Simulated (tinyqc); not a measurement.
Comparisons within one model: Boltzmann transport in a parabolic band with a power-law relaxation time. A value that a table varies takes the place of the one given here.

F_j(eta) = (1/Gamma(j + 1)) integral_0^infinity x^j dx/(1 + exp(x - eta)), which tends to exp(eta) for eta << 0.

tau = tau0 x^r with x = E/kT. With K_j = Gamma(j + 1) F_j(eta): <tau> = tau0 (r + 3/2) K_(r+1/2)/((3/2) K_(1/2)); mu = <tau>/(mc m0/e), m0/e = 5.685630e-12 kg/C; Hall factor rH = (3/2) K_(1/2) (2r + 3/2) K_(2r+1/2)/((r + 3/2) K_(r+1/2))^2; Seebeck S = -(kB/e) [(r + 5/2) K_(r+3/2)/((r + 3/2) K_(r+1/2)) - eta]; Lorenz number L = (kB/e)^2 [(r + 7/2) K_(r+5/2)/((r + 3/2) K_(r+1/2)) - ((r + 5/2) K_(r+3/2)/((r + 3/2) K_(r+1/2)))^2]; kB/e in V/K. Valley anisotropy is left out of rH.

n = N F_1/2(eta) with N = 2 (m kB T/(4 pi c))^(3/2) with c = hbar^2/2m0, in 1/angstrom^3; times 1e24 for 1/cm^3, m = md.

Constants: kB = 8.617333262e-05 eV/K; hbar^2/2m0 = 3.80998211 eV angstrom^2.

Parameters, chosen for this exercise (masses near those of Ge; tau0 is set for a mobility of the usual size at this n, kL is a free input; freeze-out and phonon drag, which matter near 77 K, are left out; not measured data):
- ta = 97 fs (acoustic tau at E = kT and 300 K)
- ti = 41 fs (impurity tau at E = kT and 300 K)
- mc = 0.1141 m0 (conductivity mass)
- md = 0.546 m0 (density-of-states mass)
- tau0 = 21 fs (tau at E = kT)
- r = 1.5 (exponent of tau)
- T = 200 K
- kL = 55 W/(m K) (lattice thermal conductivity)
- n = 1.3e+18 1/cm^3 (electron density)

## The scattering mechanism

eta = -1.36124

Same eta for each exponent.

Results:
```
r                                     mechanism  <tau>/tau0     rH  S (microvolt/K)  L (1e-8 W ohm/K^2)
-0.5                           acoustic phonons       0.728  1.163           -299.7               1.528
0.0                  a constant relaxation time       1.000  1.000           -341.7               1.875
0.5   polar optical or piezoelectric scattering       1.541  1.097           -383.5               2.228
1.5                          ionised impurities       4.758  1.869           -467.2               2.949
```

From r = -1/2 to 3/2 |S| grows by 167.4 microvolt/K, against 2 kB/e = 172.3 in the non-degenerate limit: scattering that favours fast electrons raises the mean energy carried. rH is 1 only for constant tau and reaches 1.869 for r = 3/2; L spans 1.528 to 2.949 against the metallic 2.443.

## Mobility against temperature (two scattering mechanisms together, and the Matthiessen rule)

Non-degenerate electrons. 1/tau(x) = x^(1/2)/tA + 1/(tI x^(3/2)), x = E/kT, with tA = ta (T/300)^(-3/2) and tI = ti (T/300)^(3/2) (the screening logarithm is held fixed). <tau> = integral x^(3/2) tau exp(-x) dx/Gamma(5/2); mu = <tau>/(mc m0/e), m0/e = 5.685630e-12 kg/C. Matthiessen: 1/mu = 1/muA + 1/muI with <tau>A = tA Gamma(2)/Gamma(5/2), <tau>I = tI Gamma(4)/Gamma(5/2).

rH = <tau^2>/<tau>^2. ta and ti are inputs of their own, not tied to tau0.

Mobilities (cm^2/(V s)):
```
T (K)  acoustic  impurity  Matthiessen  exact     rH  Matthiessen/exact
40     2.31e+04       139          138    136  1.878              1.014
60     1.26e+04       255          250    240  1.779              1.042
80     8.17e+03       393          375    344  1.654              1.089
120    4.45e+03       722          621    511  1.422              1.215
160    2.89e+03  1.11e+03          802    602  1.265              1.333
220    1.79e+03  1.79e+03          896    631  1.135              1.419
300    1.12e+03  2.85e+03          807    578  1.061              1.396
400         731  4.39e+03          626    480  1.032              1.305
550         453  7.08e+03          426    356  1.033              1.195
```

The exact mobility peaks at 220 K of those listed. The two mechanisms are equal between 160 and 220 K. The rule overestimates everywhere, most at 220 K (by 42 %), since impurities stop the slow electrons and phonons the fast ones. rH runs between 1.032 and 1.878; the pure limits are 1.178 and 1.933, and the mixture dips below both, since the opposite energy slopes of the two rates leave tau nearly constant. Optical and intervalley phonons, left out, lower real mobilities above about 150 K.

## What moves the coefficients

sigma = e n mu with e = 1.602176634e-19 C; ZT = S^2 sigma T/(kL + L sigma T). Each row changes one parameter from the base and keeps the others.

Results:
```
case                mu (cm^2/(V s))  sigma (S/cm)  S (microvolt/K)      ZT
base                           1540         320.8           -467.2  0.0254
md = 0.71 m0                   1514         315.4           -501.7  0.0288
mc = 0.1483 m0                 1185         246.8           -467.2  0.0195
n = 2.6e+18 1/cm^3             1621         675.1           -405.7  0.0401
tau0 = 31.5 fs                 2310         481.2           -467.2  0.0380
kL = 27.5 W/(m K)              1540         320.8           -467.2  0.0506
T = 250 K                      1518         316.1           -496.6  0.0353
```

The largest shifts from the base row, up to three for each result and ties (the steps differ in size, so this ranks the rows, not the parameters). mu (cm^2/(V s)): tau0 +770, mc -355, n +80.2; unchanged at the printed digits by kL. sigma (S/cm): n +354, tau0 +160, mc -74.0; unchanged at the printed digits by kL. S (microvolt/K): n +61.5, md -34.6, T -29.4; unchanged at the printed digits by mc, tau0 and kL. ZT: kL +0.0252, n +0.0147, tau0 +0.0126. The row for T keeps tau0 fixed; for phonon scattering tau0 itself falls as T rises.

Computed by tinyqc, a small Python program: `OMP_NUM_THREADS=1 python tinyqc.py 1680754 1680755 out.jsonl` (the numbers bound the seed that draws the inputs); one thread of a shared host (Intel(R) Xeon(R) Processor @ 2.30GHz), about 0.01 s for the whole set of steps.
